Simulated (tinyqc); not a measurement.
Free and nearly free electrons in a metal, step by step. Values are carried at full precision from step to step, so a last printed digit may differ when a step is redone from the rounded ones.

The cubic cell holds 4 atoms: n = 4 z/a^3, kF = (3 pi^2 n)^(1/3), EF = c kF^2/m, vF = 2 c kF/(m hbar), c = hbar^2/2m0; rs = (3/(4 pi n))^(1/3)/a0; D(EF) = 3 n/(2 EF).

Constants: hbar^2/2m0 = 3.80998211 eV angstrom^2; hbar = 6.58211957e-16 eV s; a0 (Bohr radius) = 0.5291772105 angstrom; kB = 8.617333262e-05 eV/K.

Inputs chosen for the exercise (near those of Ag, whose d bands this model ignores; not measured data): a = 4.111 angstrom (fcc lattice constant); z = 1 (free electrons an atom); m = 1.3 m0 (mass); rho = 1.6 micro-ohm cm (bulk resistivity); T = 320 K; V = 0.63 eV (|V_G| for G = (111)); x = 0.91 (k along G as a share of |G|/2).

## The Fermi sphere

Evaluate the free-electron quantities.

n = 0.05757 1/angstrom^3
kF = 1.1946 1/angstrom
EF = 4.182 eV
vF = 1.064e+06 m/s
rs = 3.036
D(EF) per atom = 0.3587 1/eV

A mass this far above 1 is of the kind met in the specific heat (electron-phonon coupling); it understates EF and vF of the real bands.

## Relaxation time and mean free path

Drude: 1/rho = n e^2 tau/(m m0) with e = 1.602176634e-19 C and m0 = 9.1093837e-31 kg; mean free path l = vF tau; rho l = hbar kF/(n e^2) = 12 pi^3 hbar/(e^2 S) with S = 4 pi kF^2 does not depend on tau or m.

Use SI units: n in 1/m^3 (1e30 per 1/angstrom^3), rho in ohm m (1e-8 per micro-ohm cm).

tau = 50.08 fs
l = 53.28 nm
rho l = 8.524 1e-16 ohm m^2

Wires lose conductivity to surfaces and grain boundaries, with an excess that scales as rho l over the width and is of the order of rho itself at a width of l = 53 nm.

## Thermal quantities

gamma = (pi^2/3) kB^2 D(EF) per atom, times 96485.33 x 1e3 for mJ/(mol K^2); mu(T) = EF (1 - (pi kB T/EF)^2/12); Wiedemann-Franz kappa = L0 T/rho with L0 = (pi^2/3) (kB/e)^2, kB/e in V/K.

gamma = 0.845 mJ/(mol K^2)
mu - EF = -0.1495 meV
kappa = 489 W/(m K)

## The sphere against the zone faces

Take G = (hkl) 2 pi/a for (111), (200) and (220), with the number of equivalent faces. The Bragg plane of G lies at |G|/2 with |G| = (2 pi/a) sqrt(h^2 + k^2 + l^2). Where kF exceeds it, the sphere cuts the plane in a circle of radius sqrt(kF^2 - G^2/4).

Distance and circle for each G:
```
G      faces  |G|/2 (1/angstrom)  kF/(|G|/2)  circle radius
(111)      8              1.3236      0.9025              -
(200)      6              1.5284      0.7816              -
(220)     12              2.1615      0.5527              -
```

The sphere stays inside the first zone; it reaches 0.903 of the way to the nearest faces.

## Two plane waves near the face

Two plane waves k and k - G, G = (111) (2 pi/a): H = [[c k^2/m, V], [V, c (k - G)^2/m]] with c = hbar^2/2m0.

Build H for k along G, diagonalise, and give the weight of the first wave in the lower state and its velocity along G relative to a free electron, (w k + (1 - w)(k - G))/k.

H (eV):
```
        1       2
1  4.2520  0.6300
2  0.6300  6.1004
```

levels (eV): 4.0577  6.2947

w = 0.9131
v/v_free = 0.8091

The splitting is 2.237 eV here and 2V = 1.26 eV on the face, where the normal velocity vanishes. There the lower band lies at 4.505 eV, above the free EF of 4.182 eV, so the Fermi surface does not reach the face. The real noble metals have necks on these faces, through a gap of 4 to 5 eV at L and their d bands.

## Checks

- Lower level against the closed form of the 2 x 2 problem (eV): both 4.0577.
- The product rho l against hbar kF/(n e^2) (1e-16 ohm m^2): both 8.524.

Computed by tinyqc, a small Python program: `OMP_NUM_THREADS=1 python tinyqc.py 1651011 1651012 out.jsonl` (the numbers bound the seed that draws the inputs); one thread of a shared host (Intel(R) Xeon(R) Processor @ 2.30GHz), about 0.01 s for the whole set of steps.
